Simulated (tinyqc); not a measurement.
Worked calculation: lattice vibrations of a chain. One step of it, computed by the program tinyqc.

Question. Dynamical matrix at q = 0.28. q is in units of 2 pi/a. A spring k from atom i to atom j, n cells on, adds k to Phi_ii and Phi_jj, -k exp(2 pi i q n) to Phi_ij and the conjugate to Phi_ji (for one atom a cell: 2k (1 - cos 2 pi q n)); D_ij = Phi_ij / sqrt(m_i m_j).

A chain moving along its axis:
```
atom                mass (u)  spring to the next atom (eV/angstrom^2)
1                  34.100000                                12.600000
2                  38.600000                                28.600000
second neighbours          -                                 2.100000
```

Give: D(q).

Answer.

D(q) (eV/(angstrom^2 u)):
```
                 1                2
1           1.3545  -0.1996+0.7743i
2  -0.1996-0.7743i           1.1966
```
